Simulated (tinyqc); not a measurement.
Inside a calculation. Method: coherent transport through a tight-binding region between two chains. Computed by tinyqc, a small Python program that keeps every step. Settings: temperature = 300, mu = 0.28. Command: `OMP_NUM_THREADS=1 python tinyqc.py 21895 21896 out.jsonl` (the two numbers bound the seeds that draw the settings). One thread of a shared host (Intel(R) Xeon(R) Processor @ 2.60GHz), about 0.1 s of CPU time with the checks.

## Transmission at E = 0.56 eV

H of the central region (eV), lower triangle:
```
           1          2          3         4
1   0.000000
2  -2.080000   0.340000
3   0.000000  -2.080000   0.340000
4  -2.080000   0.000000  -2.080000  0.000000
```

Leads: semi-infinite chains with site energy 0:
```
parameter                           value
lead hopping t (eV)              2.510000
coupling to the left lead (eV)   0.420000
coupling to the right lead (eV)  0.640000
left contact site                       1
right contact site                      4
```

E = 0.560000 eV

Surface Green function g = (E - i sqrt(4 t^2 - E^2)) / (2 t^2); self-energy tc^2 g on each contact site; G = (E - H - Sigma)^(-1); Gamma = -2 Im Sigma; T = Gamma_L Gamma_R |G_LR|^2; local density of states -Im G_ii / pi.

g = 0.044444-0.395920i 1/eV

G (1/eV), lower triangle:
```
                     1                    2                   3                   4
1   1.281584-0.115891i
2   0.099631-0.000840i   1.236802-0.271143i
3  -1.292122+0.115980i   0.250323+0.029519i  1.265645-0.119102i
4   0.037036-0.011427i  -1.263278+0.268021i  0.096580-0.016922i  1.253063-0.266231i
```

local density of states (1/eV): 0.036889  0.086308  0.037911  0.084744

transmission = 0.000068

## Transmission across the band

The same steps on a grid of energies.

T(E):
```
E (eV)              T
-4.76900000  0.000558
-4.29210000  0.014897
-3.81520000  0.028835
-3.33830000  0.004859
-2.86140000  0.002466
-2.38450000  0.001716
-1.90760000  0.001401
-1.43070000  0.001285
-0.95380000  0.001336
-0.47690000  0.001768
0.00000000   0.008234
0.47690000   0.000026
0.95380000   0.000268
1.43070000   0.000429
1.90760000   0.000570
2.38450000   0.000743
2.86140000   0.001026
3.33830000   0.001636
3.81520000   0.003795
4.29210000   0.076497
4.76900000   0.001590
```

levels of the isolated region (eV): -3.996936  0.163064  0.176936  4.336936

## Current

I = (2e/h) int T(E) [f(E - mu - V/2) - f(E - mu + V/2)] dE at 300 K with mu = 0.28 eV, the bias not changing H; 2e^2/h = 77.48092 microsiemens; the integral runs over the band on 4001 points.

Current:
```
V (volt)  I (microampere)
0.010000         0.002013
0.050000         0.011257
0.100000         0.030351
0.200000         0.124472
0.400000         0.418055
0.800000         0.579023
```
